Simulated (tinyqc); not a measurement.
# Hydrogenic impurity: series, fields, screening, photoionisation and donor-acceptor pairs, step by step

A worked calculation. Computed by tinyqc, a small Python program that keeps every step. Command: `OMP_NUM_THREADS=1 python tinyqc.py 3022006 3022007 out.jsonl hydrogenic walk`. One thread of a shared host (Intel(R) Xeon(R) Processor @ 2.30GHz), about 0.01 s of CPU time with the checks. Intermediate numbers are printed to about 6 digits and carried at full precision; extremes and crossings named in words are read from the listed rows.

One isotropic, parabolic band. Effective units: Ry* and a*, in which H = -nabla^2 - 2/r.

Inputs (values chosen for the exercise, modelled on CdTe):
```
quantity                   value      unit
electron mass m           0.0943       m_0
dielectric constant eps     9.97         -
donor density N          3.8e+15     cm^-3
gap E_g                     1.63        eV
acceptor depth E_A          57.1       meV
pair distance r              254  angstrom
rate prefactor W_0       1.5e+07       1/s
```

Parts treated: screening and pairs.

Constants: Ry = 13.605693123 eV; a_0 = 0.529177210903 angstrom; h x 1 THz = 4.135667696 meV; e^2/(4 pi eps_0) = 14.39964548 eV angstrom.

## Effective units and the series

Ry* = Ry m/eps^2, a* = a_0 eps/m; level n is bound by Ry*/n^2; <r> = (3/2) a* in 1s; lines 1s -> np at Ry* (1 - 1/n^2); 1 THz = 4.135667696 meV.

Ry* = 12.9075 meV

a* = 55.9480 angstrom

<r> of 1s = 83.9220 angstrom

Series:
```
n  binding (meV)  line from 1s (meV)  line (THz)
2        3.22687              9.6806     2.34076
3        1.43417             11.4733     2.77424
4        0.80672             12.1008     2.92596
5        0.51630             12.3912     2.99618
```

## Overlap of donors

Wigner-Seitz radius r_s = (3/(4 pi N))^(1/3); Mott criterion N_c^(1/3) a* = 0.26; overlap of two 1s orbitals at distance d: S = exp(-x)(1 + x + x^2/3), x = d/a*, with d = N^(-1/3).

r_s = 397.536 angstrom

Mott density = 1.00361e+17 cm^-3

N over the Mott density = 0.0378632

overlap S = 5.95996e-04

The sample is on the insulating side, with isolated donors.

## Binding under screening

Thomas-Fermi screening by N free electrons of one valley, taken as a degenerate gas (the hypothesis that all donors are ionised): q a* = sqrt(4 k_F a*/pi), k_F = (3 pi^2 N)^(1/3). Screened potential -(2/r) exp(-q r). Basis exp(-zeta r), zeta_k = 0.02 x 1.6^k, k = 0..23: S = 2/s^3, T = zeta_i zeta_j S, V = -2/(s + q)^2 with s = zeta_i + zeta_j; overlap eigenvalues below 1e-11 are dropped.

q a* = 0.586428

screened binding energy = 2.87504 meV

Screening leaves 22.3 % of the binding. Caution: well below the Mott density the electrons are bound or non-degenerate, so this screening is formal: it serves to locate the transition, not to give the level.

## From screening to the Mott criterion

First order: 1 - 2 q a*. One exponent: the maximum over zeta of 8 zeta^3/(2 zeta + q)^2 - zeta^2 (golden section on 0.01 to 1.2).

Binding (Ry*):
```
N^(1/3) a*    N (cm^-3)      q a*  first order  one exponent     basis
0.0017      2.80539e+10  0.081831     0.836339      0.845882  0.845888
0.0052      8.02890e+11  0.143118     0.713764      0.741966  0.742014
0.0130      1.25452e+13  0.226289     0.547422      0.614967  0.615209
0.0260      1.00361e+14  0.320021     0.359958      0.489248  0.490025
0.0440      4.86412e+14  0.416311     0.167377      0.377353  0.379169
0.0650      1.56815e+15  0.505998    -0.011995      0.287410  0.290744
0.0870      3.76014e+15  0.585398    -0.170797      0.218375  0.223548
```

The binding falls from 0.846 to 0.224 Ry*. First order, a constant shift of the potential, overshoots and turns negative from q a* = 0.5. One exponent loses the state at q a* = 1 (N^(1/3) a* = 0.254, the classic form of the Mott criterion); the full basis keeps it to 1.19. The dilute rows are formal, since there the electrons are bound or non-degenerate.

## A donor-acceptor pair

No-phonon line h nu(r) = E_g - Ry* - E_A + e^2/(4 pi eps_0 eps r); rate W(r) = W_0 exp(-2 r/a*), the donor being the shallower centre; lifetime 1/W; zero field.

Coulomb term = 5.68621 meV

photon energy = 1.56568 eV

rate W = 1709.06 1/s

lifetime = 5.85115e-04 s

## The pair band in time

At delay t after a pulse the emission comes mostly from pairs with W(r) t = 1, so r = (a*/2) ln(W_0 t).

Dominant pairs:
```
delay (s)  r (angstrom)  Coulomb term (meV)  photon energy (eV)
1.00e-04        204.580             7.05982             1.56705
1.00e-03        268.993             5.36928             1.56536
1.00e-02        333.405             4.33196             1.56432
1.00e-01        397.818             3.63055             1.56362
1.00e+00        462.230             3.12463             1.56312
1.00e+01        526.643             2.74246             1.56273
1.00e+02        591.055             2.44359             1.56244
```

Over six decades of delay the band moves down by 4.62 meV, since close pairs, which emit at higher energy, decay first; the shift per decade shrinks from 1.69 to 0.30 meV.

Checks made by the program: the bound state at q = 0 (relative difference 8e-07).
